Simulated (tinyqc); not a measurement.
Specific resistance of a metal-semiconductor contact and its transmission-line measurement: one step, computed by the program tinyqc.

The barrier is parabolic (depletion approximation), energies E are normal energies counted from the band edge in the neutral semiconductor (downwards for holes), and the bias is zero. xi is an input, held fixed when other inputs move.

Problem. Transmission and supply. WKB transmission for E < E_b, with a = E/E_b: D = exp{-(E_b/E_00) [sqrt(1 - a) - a ln((1 + sqrt(1 - a))/sqrt(a))]}; D = 1 above. f = 1/(1 + exp((E - xi)/k_B T)).

Inputs (values chosen for the exercise, modelled on p-type silicon): Fermi level above the band edge in the bulk, xi = 0.049 eV; temperature T = 400 K.

Image-force lowering: left out.

barrier used, above the bulk band edge = 0.389 eV

E_00 = 86.06799 meV

Constants: k_B = 8.617333262e-05 eV/K.

Give: E, D, f and D f at E/E_b = 0.05, 0.15, 0.3, 0.45, 0.6, 0.75, 0.9, 0.98.

Solution.

E, D, f and D f at E/E_b = 0.05, 0.15, 0.3, 0.45, 0.6, 0.75, 0.9, 0.98:
```
E/E_b   E (eV)       D          f        D f
0.05   0.01945  0.0200  7.021e-01  1.403e-02
0.15   0.05835  0.0459  4.326e-01  1.986e-02
0.30   0.11670  0.1176  1.230e-01  1.446e-02
0.45   0.17505  0.2438  2.516e-02  6.135e-03
0.60   0.23340  0.4331  4.727e-03  2.047e-03
0.75   0.29175  0.6718  8.732e-04  5.866e-04
0.90   0.35010  0.9073  1.608e-04  1.459e-04
0.98   0.38122  0.9915  6.519e-05  6.463e-05
```
